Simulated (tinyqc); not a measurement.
Wafer bonding and layer transfer: bond energy, gap closing, particles, bonding of dissimilar wafers and hydrogen blisters: one step, computed by the program tinyqc.

gamma is the energy per area of each of the two surfaces; plates are isotropic, and both wafers have E1 and t1.

Task: Bond energy from the blade test. Two cantilevers opened by t_b: gamma = 3 t_b^2 E1 t1^3 E2 t2^3/(16 L^4 (E1 t1^3 + E2 t2^3)).

Inputs (values chosen for the exercise, for model wafers):
```
quantity,value,unit
Young's modulus E1,133,GPa
thickness t1,725,micrometre
blade thickness t_b,230,micrometre
crack length L,29.8,mm
```

Pair: two equal wafers.

Give: bond energy gamma.

Result:

bond energy gamma = 0.3187 J/m^2

An error of 5 % in L changes gamma by about 20 %. This is the level of partly covalent bonding.
